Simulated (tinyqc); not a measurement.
# Frequency dispersion of an accumulation capacitance by border traps, distributed model, step by step

Program tinyqc, `OMP_NUM_THREADS=1 python tinyqc.py 2202192 2202193 out.jsonl`; Intel Xeon 2.30GHz, shared host, one thread, about 0.5 s. Printed values are rounded.

Traps spread evenly through the insulator exchange electrons with the semiconductor by tunnelling, with tau(x) = t0 exp(2 ka x) at depth x from the interface. The admittance per area Y seen at depth x obeys dY/dx = -Y^2/(i w eps0 eox) + q Nb ln(1 + i w tau)/tau, with Y(0) = i w Cs and w = 2 pi f; the gate sees Y(tox) = G + i w C. Working variable y = Y/(i w), in uF/cm^2. Cox = eps0 eox/tox.

Values chosen for this exercise; permittivity close to that of silicon dioxide:

| symbol | value | unit | meaning |
|---|---|---|---|
| eox | 4.08 |  | relative permittivity of the insulator |
| tox | 6.9 | nm | insulator thickness |
| Cs | 0.56 | uF/cm^2 | semiconductor capacitance in accumulation |
| Nb | 2e19 | cm^-3 eV^-1 | density of border traps |
| ka | 3.5 | 1/nm | decay constant of the wave function in the insulator |
| t0 | 2e-11 | s | time constant of a trap at the interface |
| f | 1000 | Hz | frequency |
| xe | 3 | nm | depth down to which the steps are taken |

Constants: q = 1.602176634e-19 C, eps0 = 8.8541878128e-14 F/cm where lengths are in cm. Results are converted to the units shown.

## Scales and lumped estimate

Cox; trap-free value 1/(1/Cox + 1/Cs); response depth d = ln(1/(w t0))/(2 ka), where w tau = 1; lumped estimate: all traps within d act as C_bt = q Nb d placed at d/2, so C = 1/{1/[1/(1/Cs + d/(2 eps0 eox)) + C_bt] + (tox - d/2)/(eps0 eox)}.

Cox = 0.523552 uF/cm^2
trap-free C = 0.270581 uF/cm^2
d = 2.26995 nm
C_bt = 0.727372 uF/cm^2
lumped C = 0.412082 uF/cm^2

The traps within reach amount to 1.30 Cs and lie in the first 32.9 % of the insulator.

## Midpoint steps through the active depth

In terms of y: dy/dx = -y^2/(eps0 eox) + s(x), s = q Nb ln(1 + z)/z, z = i w tau. 11 midpoint steps of h = xe/11: y_half = y + (h/2) y'(x, y), y(new) = y + h y'(x + h/2, y_half).

```
point    x (nm)    s (uF/(cm^2 nm))         y (uF/cm^2)
0             0  0.320435+0.000000i  0.560000+0.000000i
1      0.272727  0.320435+0.000000i  0.620946+0.000000i
2      0.545455  0.320435-0.000001i  0.676432+0.000000i
3      0.818182  0.320435-0.000006i  0.726528-0.000001i
4       1.09091  0.320435-0.000042i  0.771420-0.000005i
5       1.36364  0.320435-0.000281i  0.811378-0.000033i
6       1.63636  0.320420-0.001899i  0.846732-0.000224i
7       1.90909  0.319755-0.012773i  0.877822-0.001508i
8       2.18182  0.293845-0.075877i  0.903874-0.009970i
9       2.45455  0.114661-0.116932i  0.900259-0.041141i
10      2.72727  0.019961-0.041772i  0.854846-0.054698i
11            3  0.003025-0.009881i  0.805199-0.053263i
```

## Capacitance and conductance at the gate

y at xe = 0.805199-0.053263i uF/cm^2

Beyond xe the traps are ignored, so 1/y(tox) = 1/y(xe) + (tox - xe)/(eps0 eox); C = Re y, G/w = -Im y, loss tangent G/(w C).

y at the gate = 0.431222-0.015229i uF/cm^2
C = 0.431222 uF/cm^2
G/w = 0.0152289 uF/cm^2
loss tangent = 0.0353156

A fine integration over the whole insulator gives C = 0.43190 and G/w = 0.01562 uF/cm^2; the coarse G/w is 2.5 % below that. The fine C is 60 % above the trap-free value, and the lumped estimate is 4.6 % below the fine result.
